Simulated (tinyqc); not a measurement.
Admittance spectroscopy and thermally stimulated current of one trap level in a depletion layer: one step, computed by the program tinyqc. Command: `OMP_NUM_THREADS=1 python tinyqc.py 3112914 3112915 out.jsonl admit walk`. One thread of a shared host (Intel(R) Xeon(R) Processor @ 2.30GHz), about 0.01 s of CPU time with the checks.

A Schottky junction on n-type material holds one donor-like electron trap; shallow donors are fully ionised and abrupt depletion edges are assumed.

Problem. Temperature of the peak. N_c = 2 (2 pi m k_B T/h^2)^(3/2), v_th = sqrt(3 k_B T/m), emission rate e_n = sigma v_th N_c exp(-E_t/(k_B T)). Where the level crosses the Fermi level capture equals emission, so the trap follows the signal with the rate 2 e_n; G/omega peaks at omega = 2 e_n (the correction for large N_t/N is left out). Solve 2 e_n(T_p) = 2 pi f.

Inputs (values chosen for the exercise, modelled on n-type germanium):

| quantity | value | unit |
|---|---|---|
| density-of-states mass m | 0.554 | m_0 |
| shallow doping N | 4.5e+16 | 1/cm^3 |
| trap depth E_t below the band | 0.159 | eV |
| capture cross section sigma | 5.2e-16 | cm^2 |
| test frequency f | 500 | Hz |

Constants: k_B = 1.380649e-23 J/K; m_0 = 9.1093837015e-31 kg; h = 6.62607015e-34 J s; k_B = 8.617333262e-05 eV/K.

Give: peak temperature T_p; N_c at T_p; e_n at T_p; E_c - E_F = k_B T_p ln(N_c/N).

Solution.

peak temperature T_p = 116.04 K

N_c at T_p = 2.4894e+18 1/cm^3

e_n at T_p = 1570.8 1/s

E_c - E_F = k_B T_p ln(N_c/N) = 0.040131 eV
